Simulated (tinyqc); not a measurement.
Ellipsometry and reflectance of a transparent film on an absorbing substrate: one step of the calculation.

Air (index 1), film, substrate with N2 = n2 - i k2; time factor exp(+i w t). q_j = sqrt(N_j^2 - sin^2 th), root with positive real part. Fresnel coefficients r_s = (q_a - q_b)/(q_a + q_b), r_p = (N_b^2 q_a - N_a^2 q_b)/(N_b^2 q_a + N_a^2 q_b). tan(Psi) exp(i Delta) = R_p/R_s, Delta taken from 0 to 360 degrees.

Question. Psi, Delta and reflectances. beta = 2 pi d q1/lam, X = exp(-2 i beta), R = (r01 + r12 X)/(1 + r01 r12 X) for p and s.

Parameters, values chosen for the exercise: wavelength lam = 632.8 nm; film thickness d = 26 nm.

q1 = 1.3659948
r01,p = -0.18463034
r01,s = -0.59951153
r12,p = 0.33069348-0.00204391i
r12,s = -0.46772057+0.00203082i

Find: beta; X; R_p; R_s; Psi; Delta; |R_p|^2; |R_s|^2.

Answer.

beta = 0.3526 rad
X = 0.7614-0.6483i
R_p = 0.0595-0.2289i
R_s = -0.8065+0.1298i
Psi = 16.15 degrees
Delta = 113.7 degrees
|R_p|^2 = 0.05592
|R_s|^2 = 0.6673

The bare substrate gives Psi = 10.57 and Delta = 179.23 degrees.

Program tinyqc, `OMP_NUM_THREADS=1 python tinyqc.py 2870110 2870111 out.jsonl`; Intel Xeon 2.30GHz, shared host, one thread, about 0.5 s.
